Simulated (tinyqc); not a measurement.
Formation energy of a charged point defect from supercell energies: one step, computed by the program tinyqc. Command: `OMP_NUM_THREADS=1 python tinyqc.py 3025209 3025210 out.jsonl formation walk`. One thread of a shared host (Intel(R) Xeon(R) Processor @ 2.30GHz), about 0.01 s of CPU time with the checks.

The host is a compound AB. Making the defect adds n_A = 0, n_B = -1, n_X = 1 atoms to the cell. All total energies are inputs. E_F is counted from the valence-band maximum (VBM); x = 0 is A-rich and x = 1 B-rich growth.

Question. Image-charge corrections. Image-charge correction of a point charge in a neutralising background: E_corr = q^2 alpha e^2/(4 pi eps_0) / (2 eps L), alpha = 2.888282 for a fcc array with L the cube root of the volume.

Inputs (values chosen for the exercise, with gap and screening modelled on AlN): dielectric constant eps = 8.3; cell length L = 17.8 angstrom.

Defect: impurity X on a B site. Supercell lattice: fcc.

charge states q: 0  -1  -2  -3

Constants: e^2/(4 pi eps_0) = 14.39964548 eV angstrom.

Give: E_corr.

Answer.

E_corr (eV): (q=0) 0.000, (q=-1) 0.141, (q=-2) 0.563, (q=-3) 1.267
